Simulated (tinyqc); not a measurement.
What each parameter of the potential does: deformation potentials from a strained empirical pseudopotential.

Diamond lattice, no spin-orbit coupling. Atomic form factor V(q) = a1 (q^2 - a2)/(a3 exp(a4 q^2) - 1) in rydberg with q in 1/bohr, for the unstrained cell. Under a strain e the reciprocal vectors and k go over into (1 + e)^(-1) G, the atoms sit at +/- tau with tau = (1 + e) a (1,1,1)/8 - zeta a (eyz, ezx, exy)/4, and H(G,G') = c |k + G|^2 delta + (V(q)/det(1 + e)) cos(q.tau), q = G - G', with the term q = 0 left out; c = hbar^2/2m0. The basis is fixed before straining: all G with |k + G|^2 up to 16 (2 pi/a)^2. k is given in units of 2 pi/a of the unstrained cell.

Constants: hbar^2/2m0 = 3.80998211 eV angstrom^2; Ry = 13.60569312 eV; a0 (Bohr radius) = 0.5291772105 angstrom.

Inputs chosen for the exercise (a germanium-sized cell with gaps well above those of Ge; shifted at random, so the results belong to these values and not to a real crystal):
- a = 5.655 angstrom (lattice constant)
- a1 = 0.396
- a2 = 2.393
- a3 = 2.081
- a4 = 0.459
- kD = 0.82 2 pi/a (position of the Delta minimum)

Gaps from the valence top to level 5 at Gamma and level 5 at (kD,0,0) and L, and their deformation potentials [E(+h) - E(-h)]/(3 ln((1 + h)/(1 - h))) for e = +/- h 1, h = 0.002. The row for the lattice constant keeps V(q) without the volume factor, so it is not a strain.

One parameter was then changed.

Results before and after:
```
case     Gamma (eV)  Delta (eV)  L (eV)  potential Gamma (eV)  potential Delta (eV)  potential L (eV)
base          1.714       0.997   1.042                 -8.62                  1.03             -2.74
changed       1.655       0.925   0.982                 -8.47                  1.11             -2.66
```

Which of these changes was made? (a) a = 5.598 angstrom; (b) a2 = 2.369; (c) a1 = 0.392; (d) a3 = 2.102; (e) a4 = 0.464.

Answer: (e) a4 = 0.464. Of the candidates, run in turn, only this one gives the changed row.

All candidates:
```
case                Gamma (eV)  Delta (eV)  L (eV)  potential Gamma (eV)  potential Delta (eV)  potential L (eV)
base                     1.714       0.997   1.042                 -8.62                  1.03             -2.74
a = 5.598 angstrom       1.901       0.755   0.984                 -8.42                  1.32             -2.56
a1 = 0.392               1.691       0.928   0.995                 -8.54                  1.05             -2.71
a2 = 2.369               1.847       0.936   1.059                 -8.57                  1.09             -2.71
a3 = 2.102               1.693       0.905   0.984                 -8.52                  1.05             -2.71
a4 = 0.464               1.655       0.925   0.982                 -8.47                  1.11             -2.66
```

Program tinyqc; command `OMP_NUM_THREADS=1 python tinyqc.py 1851285 1851286 out.jsonl`; about 0.2 s on one thread of a shared Intel(R) Xeon(R) Processor @ 2.30GHz.
